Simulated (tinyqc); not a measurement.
Junction parameters from two forward currents.

Inverse problem. D(v) = J1 (exp(v/Vt) - 1) + J2 (exp(v/(2 Vt)) - 1). Find J1, J2 and the voltage 2 Vt ln(J2/J1) near which both parts are equal.

Parameters, values chosen for the exercise:
- T = 300 K (temperature)

Constants: q = 1.602176634e-19 C, kB = 1.380649e-23 J/K, Vt = kB T/q. Results are converted to the units shown.

junction voltages (V): 0.33  0.69
currents (uA/um): 3.2289022e-6  2.6164969

Answer. The current is linear in J1 and J2, so two points give two equations.

J1 = 6.70e-12 uA/um
J2 = 1.50e-9 uA/um
crossover = 0.280 V

Numbers from tinyqc (`OMP_NUM_THREADS=1 python tinyqc.py 2182116 2182117 out.jsonl`; about 0.2 s on one thread of a shared Intel Xeon 2.30GHz).
